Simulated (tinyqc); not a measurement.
## Thin film between two gates, subbands and threshold shift from confinement: charge and subband filling against gate voltage

Undoped body with a flat potential across it, hard walls, transport along x. Three valley pairs (g = 2 each) with the longitudinal mass along x, y or z. Non-parabolicity enters the subband edges through E (1 + al E) = gamma, so E = 2 gamma/(1 + sqrt(1 + 4 al gamma)); motion within a subband is taken as parabolic with the band-edge mass. Energies are counted from the bulk band edge.

gamma = C (pi k/(t + dl))^2/mz, C = hbar^2/(2 m0). Each subband has N_k = g sqrt(mx my) m0 kB T/(pi hbar^2). With degeneracy n = sum N_k F((EF - E_k)/Vt), F(x) = ln(1 + exp(x)); gate: Vg = EF + q n/(Cg P), P = 2 (both faces), summed over the 60 lowest subbands at most, with Vg counted from the value that would put EF at the bulk band edge of an empty body. Cq = q dn/dEF.

Values chosen for this exercise; masses close to those of silicon:
- T = 200 K (temperature)
- ml = 0.908 m0 (longitudinal mass)
- mt = 0.19 m0 (transverse mass)
- al = 0 1/eV (non-parabolicity)
- t = 2.7 nm (film thickness (along z))
- dl = 0 nm (widening of the box by penetration into the insulator)
- Cg = 3.2 uF/cm^2 (gate capacitance per area of interface)

Constants: q = 1.602176634e-19 C, kB = 1.380649e-23 J/K, hbar = 1.054571817e-34 J s, m0 = 9.1093837015e-31 kg, Vt = kB T/q, hbar^2/(2 m0) = 0.0380998212 eV nm^2. Results are converted to the units shown.

Result of one run:
```
EF - E_1 (eV),n (cm^-2),n/P (cm^-2),share of the lowest subband (%),Cq/(Cg P),total C/(Cg P)
0.04594,7.480e12,3.740e12,99.96,3.719,0.7881
```

Which gate voltage Vg gave this result: 0.29, 0.54, 0.66, 0.79 or 0.91 V?

Vg = 0.29 V.

The whole series:
```
Vg (V),EF - E_1 (eV),n (cm^-2),n/P (cm^-2),share of the lowest subband (%),Cq/(Cg P),total C/(Cg P)
-0.09,-0.1468,5.462e8,2.731e8,99.99,7.933e-4,7.926e-4
0.04,-0.02868,4.744e11,2.372e11,99.99,0.6326,0.3875
0.16,0.01620,3.475e12,1.737e12,99.99,2.858,0.7408
0.29,0.04594,7.480e12,3.740e12,99.96,3.719,0.7881
0.41,0.07073,1.128e13,5.642e12,99.90,3.926,0.7970
0.54,0.09684,1.543e13,7.717e12,99.67,4.033,0.8013
0.66,0.1203,1.929e13,9.645e12,98.99,4.248,0.8094
0.79,0.1438,2.354e13,1.177e13,96.93,4.950,0.8319
0.91,0.1621,2.761e13,1.380e13,93.23,6.277,0.8626
```

EF passes E_1 = 0.0568 eV at Vg = 0.104 V. The share of the lowest subband falls from 100 to 93.2 % and the total capacitance rises from 7.93e-4 to 0.863 of Cg P. In the last row 15 % of an added gate voltage goes into raising EF (from the last two rows). For Vg = 0.16, 0.29, 0.41, 0.54, 0.66, 0.79, 0.91 the charge would bend the potential across the body noticeably, which is left out.

Computed by the program tinyqc: `OMP_NUM_THREADS=1 python tinyqc.py 2350030 2350031 out.jsonl`, one thread of a shared Intel Xeon 2.30GHz, about 0.07 s for the whole run.
